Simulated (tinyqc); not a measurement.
# Nanowire ballistic transistor, top-of-the-barrier model: effect of the temperature

At the top of the source barrier, states moving towards the drain are filled by the source (Fermi level 0) and states moving back by the drain (Fermi level -q Vd); nothing scatters. U is the shift of the band edge there, set by the capacitances CG, CD and CS (the total) and by the charge. Parabolic one-dimensional subband; the source is grounded.

N0 = gv sqrt(2 m kB T/pi)/hbar, CG = 2 pi eps0 eox/ln(1 + 2 tox/d), CS = CG/aG, n0 = n at U = 0 and Vd = 0. eta1 = -(E0 + U)/Vt, eta2 = eta1 - Vd/Vt, n = (N0/2)[F_(-1/2)(eta1) + F_(-1/2)(eta2)], F_(-1/2)(x) = (1/sqrt(pi)) int_0^infinity u^(-1/2)/(1 + exp(u - x)) du. U = UL + q (n - n0)/CS with UL = -(aG Vg + aD Vd), energies in eV. I = gv (2 q^2/h) Vt [ln(1 + exp eta1) - ln(1 + exp eta2)]. CQ = (q/Vt) dn/d(eta1). E0 is held fixed.

Inputs (values chosen for the exercise); mass and valleys close to those of germanium:
```
symbol  value  unit                                                                 meaning
m       0.121    m0                                                          effective mass
gv          4                                                             valley degeneracy
eox         9                                   relative permittivity of the gate insulator
tox       3.2    nm                                                     insulator thickness
d           3    nm                                                           wire diameter
aG       0.83                                                            gate control CG/CS
aD      0.097                                                           drain control CD/CS
E0       0.24    eV  band edge at the barrier top above the source Fermi level at zero bias
Vg        0.7     V                                                            gate voltage
Vd        0.7     V                                                           drain voltage
```

Constants: q = 1.602176634e-19 C, kB = 1.380649e-23 J/K, hbar = 1.054571817e-34 J s, h = 6.62607015e-34 J s, m0 = 9.1093837015e-31 kg, Vt = kB T/q, eps0 = 8.8541878128e-14 F/cm where lengths are in cm. Results are converted to the units shown.

Result of one run:
```
eta1,n (cm^-1),I (uA),mean velocity I/(q n) (cm/s),CQ/CS
9.4532,8.6462e6,45.445,3.2806e7,0.91315
```

Which temperature T gave this result: 77, 180, 300 or 420 K?

T = 180 K.

The whole series:
```
T (K),eta1,n (cm^-1),I (uA),mean velocity I/(q n) (cm/s),CQ/CS
50,33.886,8.6669e6,45.250,3.2587e7,0.90162
77,22.014,8.6647e6,45.271,3.2611e7,0.90277
120,14.142,8.6590e6,45.325,3.2671e7,0.90578
180,9.4532,8.6462e6,45.445,3.2806e7,0.91315
240,7.1183,8.6269e6,45.632,3.3014e7,0.92506
300,5.7258,8.6009e6,45.902,3.3310e7,0.93983
360,4.8041,8.5700e6,46.268,3.3697e7,0.95396
420,4.1508,8.5377e6,46.735,3.4166e7,0.96449
```

As T goes from 50 to 420 K, n falls from 8.67e6 to 8.54e6 cm^-1, the mean velocity rises from 3.26e7 to 3.42e7 cm/s and the current rises from 45.2 to 46.7 uA. CQ/CS goes from 0.90 to 0.96.

tinyqc, about 0.03 s, one thread, Intel Xeon 2.30GHz (shared host): `OMP_NUM_THREADS=1 python tinyqc.py 2400088 2400089 out.jsonl`
